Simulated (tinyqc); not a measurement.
## Gain factor and gap resistance from two string resistances

Problem. At small bit-line voltage each of the 48 cells has the resistance 1/(K x) at overdrive x (no mobility reduction) in series with a gap resistance Rg. Find K, Rg and the share of the gaps at the higher overdrive.

resistance of a string of 48 equal cells at overdrives of 3.6 and 7.3 V (kohm): 3442.9630  1941.1872

Solution. The resistance per cell is a straight line in 1/x with slope 1/K and intercept Rg.

K = 4.500 uA/V^2
Rg = 10.00 kohm
share of the gaps = 24.73 %

Program tinyqc, `OMP_NUM_THREADS=1 python tinyqc.py 2142277 2142278 out.jsonl`; Intel Xeon 2.30GHz, shared host, one thread, about 0.8 s.
